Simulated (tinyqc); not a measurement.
Polytypes by hexagonality, and a cubic inclusion as a quantum well: one step. The polarisation field. Three cases, with inputs chosen for the exercise.

Problem. Give |F|, the drop |F| L, the bound charge |P|/e per cm^2 (e = 1.602176634e-19 C), and, as a first estimate, the shift -|F| L/2 of the transition for an electron centred in the layer and a hole in the host on the high side.

Gap: E3 + (E2 - E3) h. Valence top Ev2 h and polarisation P2 h, both counted from 3C; Ec = Ev + gap.

A cubic inclusion of width L = N d in the host (h = 1) is a well of depth V = Ec(host) - Ec(3C). Square well with mass mismatch: k tan(k L/2) = (m_w/m_b) q, k = sqrt(m_w E/c), q = sqrt(m_b (V - E)/c), c = hbar^2/2m0, lowest root. The depth of the level, V - E, is its binding, and the transition to the valence top of the host is gap(host) - (V - E). The step in polarisation gives a field |F| = |P|/(eps eps0) in a thin inclusion, eps0 = 8.8541878e-12 F/m.

Give: |F|; drop; bound charge; estimated shift.

Case 1.

Values chosen (of the order of those of InAs; not measured data): E3 = 0.416 eV (gap of the cubic polytype); E2 = 0.464 eV (gap of 2H); Ev2 = 0.051 eV (valence top of 2H above that of 3C); P2 = 0.0019 C/m^2 (spontaneous polarisation of 2H); eps = 15 (dielectric constant).

L = 21.01200 angstrom

Solution.

|F| = 0.143 MV/cm
drop = 30.1 meV
bound charge = 1.19e+12 cm^-2
estimated shift = -15.0 meV

The drop is 30 % of the well depth. The host edge on the low side sinks by 15 meV against the centre, more than the 6 meV by which the flat well binds, so the level may not survive the field and the estimate must be checked.

Case 2.

Values chosen (of the order of those of InAs; not measured data): E3 = 0.418 eV (gap of the cubic polytype); E2 = 0.456 eV (gap of 2H); Ev2 = 0.046 eV (valence top of 2H above that of 3C); P2 = 0.0022 C/m^2 (spontaneous polarisation of 2H); eps = 15.2 (dielectric constant).

L = 21.04200 angstrom

Solution.

|F| = 0.163 MV/cm
drop = 34.4 meV
bound charge = 1.37e+12 cm^-2
estimated shift = -17.2 meV

The drop is 41 % of the well depth. The host edge on the low side sinks by 17 meV against the centre, more than the 5 meV by which the flat well binds, so the level may not survive the field and the estimate must be checked.

Case 3.

Values chosen (of the order of those of InAs; not measured data): E3 = 0.412 eV (gap of the cubic polytype); E2 = 0.456 eV (gap of 2H); Ev2 = 0.049 eV (valence top of 2H above that of 3C); P2 = 0.0018 C/m^2 (spontaneous polarisation of 2H); eps = 14.7 (dielectric constant).

L = 21.01200 angstrom

Solution.

|F| = 0.138 MV/cm
drop = 29.1 meV
bound charge = 1.12e+12 cm^-2
estimated shift = -14.5 meV

The drop is 31 % of the well depth. The host edge on the low side sinks by 15 meV against the centre, more than the 6 meV by which the flat well binds, so the level may not survive the field and the estimate must be checked.

Computed by tinyqc, one run a case: `OMP_NUM_THREADS=1 python tinyqc.py N N+1 out.jsonl` with N = 1850813, 1850836, 1850841; one thread of a shared Intel(R) Xeon(R) Processor @ 2.30GHz, about 0.2 s a run at most.
